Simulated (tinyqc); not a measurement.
CMOS latch-up, two-transistor model: one step of the calculation.

A parasitic pnp (emitter at Vdd, base shunted by Rw) and npn (emitter at ground, base shunted by Rs) feed each other: the npn collector current flows out of the pnp base node, the pnp collector current into the npn base node. Forward-active transistors with constant gains: Icn = Isn exp(Vn/Vt), Icp = Isp (exp(Vp/Vt) - 1). A current Ii is injected into the npn base node.

Problem. Response to the injected current, once round the loop per iteration. Icn = Isn exp(Vn/Vt); Vp solves Vp/Rw + Icp/bp = Icn; Vn(new) solves Vn/Rs + (Isn/bn) exp(Vn/Vt) = Icp + Ii.

Values chosen for this exercise; values close to those of bulk CMOS:
```
symbol    value  unit                                meaning
T           300     K                            temperature
bn         10.5                      current gain of the npn
bp          4.1                      current gain of the pnp
Isn     8.8e-16     A     saturation current of the npn at T
Isp     6.1e-15     A     saturation current of the pnp at T
Rs         1700   ohm  substrate resistance shunting the npn
Rw          240   ohm       well resistance shunting the pnp
Ii        0.671    mA    current injected into the substrate
```

Constants: q = 1.602176634e-19 C, kB = 1.380649e-23 J/K, Vt = kB T/q. Results are converted to the units shown.

Vn at the start = 0.59 V

Give: Icn; Vp; Icp; Vn after iteration 1.

Solution.

Icn = 0.007179 mA
Vp = 0.001723 V
Icp = 4.204e-13 mA
Vn after iteration 1 = 0.7410 V

Computed by the program tinyqc: `OMP_NUM_THREADS=1 python tinyqc.py 2670034 2670035 out.jsonl`, one thread of a shared Intel Xeon 2.30GHz, about 0.06 s for the whole run.
